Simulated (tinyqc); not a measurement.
## Barrier and mass from two temperatures

Question. The saturation current of a Schottky diode is J0 = A* T^2 exp(-q phi/(kB T)) with a fixed barrier and A* = 4 pi q me m0 kB^2/h^3 (times 1e-4 for A/(cm^2 K^2)). Find phi, A* and me.

Constants: q = 1.602176634e-19 C, kB = 1.380649e-23 J/K, h = 6.62607015e-34 J s, m0 = 9.1093837015e-31 kg. Results are converted to the units shown.

J0 at 280 and 350 K (A/cm^2): 2.9804609e-8  2.3333755e-5

Solution. The slope of ln(J0/T^2) against q/(kB T) is -phi and the intercept is ln A*.

phi = 0.750 eV
A* = 12.0 A/(cm^2 K^2)
me = 0.0999 m0

Numbers from tinyqc (`OMP_NUM_THREADS=1 python tinyqc.py 2640152 2640153 out.jsonl`; about 0.01 s on one thread of a shared Intel Xeon 2.30GHz).
